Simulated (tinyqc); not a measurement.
Sublattice potential against complex hopping: Haldane model. Computed by the program tinyqc. 

Honeycomb lattice:
```
parameter     value
t1 (eV)    2.010000
t2 (eV)    0.230000
phi (rad)  1.900000
```

H_AA = delta - 2 t2 sum cos(k.b + phi), H_BB = -delta - 2 t2 sum cos(k.b - phi), H_AB = -t1 (1 + exp(-i k.a1) + exp(-i k.a2)), b = a1, a2 - a1, -a2, m = 3 sqrt3 t2 sin(phi); the sign of the Chern number follows the orientation k1 then k2.

Gaps at the two valleys (eV) and Chern number of the lower band (12 x 12 mesh):
```
delta    gap 2|delta - m|  gap 2|delta + m|  Chern number
-2.0360            6.3339            1.8101             0
-1.4700            5.2019            0.6781             0
-0.6790            3.6199            0.9039            -1
0.0000             2.2619            2.2619            -1
0.4520             1.3579            3.1659            -1
0.8480             0.5659            3.9579            -1
1.4140             0.5661            5.0899             0
2.2620             2.2621            6.7859             0
```

Here |m| = 1.1309 eV. For |delta| < |m| the two valleys have masses of opposite sign and the Chern number is +/-1; one gap closes at |delta| = |m|, and beyond it the band is trivial.
